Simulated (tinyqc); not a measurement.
Rutherford backscattering from a thin compound film on silicon: kinematics, yields, composition and thickness: one step, computed by the program tinyqc. Command: `OMP_NUM_THREADS=1 python tinyqc.py 3006953 3006954 out.jsonl rbs walk`. One thread of a shared host (Intel(R) Xeon(R) Processor @ 2.30GHz), about 0.01 s of CPU time with the checks.

Singly charged helium ions (Z1 = 2, M1 = 4.0026 u) enter at the tilt angle a1 to the normal and leave at a2 = |180 - theta - tilt| in the same plane. The film is A B_x.

Task: Peak widths (surface approximation). Stopping per atom eps(E) = eps(2 MeV) (E/2 MeV)^(-0.4) (a law chosen for the exercise); Bragg rule eps_film = (eps_A + x eps_B)/(1 + x); areal density N d, with 1/nm^2 = 0.1 x 1e15/cm^2. Width of the signal of element i: [K_i eps(E0)/cos a1 + eps(K_i E0)/cos a2] N d; depth resolution = resolution x d/width of A; energy lost on the way in = eps(E0) N d/cos a1.

Inputs (values chosen for the exercise, modelled on a helium beam on NiSi): beam energy E0 = 1.6 MeV; scattering angle theta = 170 degrees; tilt of the sample = 0 degrees; heavy element: stopping eps_A at 2 MeV = 69.5 1e-15 eV cm^2; light element: mass M_B = 28.09 u; light element: stopping eps_B at 2 MeV = 47.8 1e-15 eV cm^2; atoms of B per atom of A, x = 0.934; atomic density of the film = 81.7 1/nm^3; film thickness d = 35 nm; detector resolution (FWHM) = 16 keV.

kinematic factors: A 0.7625390, B 0.5657840, Si 0.5657840

Give: areal density N d; film stopping at E0; widths; depth resolution; energy lost on the way in.

Result:

areal density N d = 285.95 1e15 atoms/cm^2

film stopping at E0 = 64.53 1e-15 eV cm^2

widths (keV): A 34.95, B 33.97

depth resolution = 16.02 nm

energy lost on the way in = 18.45 keV

The signal of A spans 2.2 resolution widths, so its width measures the thickness. Caution: the silicon signal of the film merges with that of the substrate, so only the width of A can be read directly.
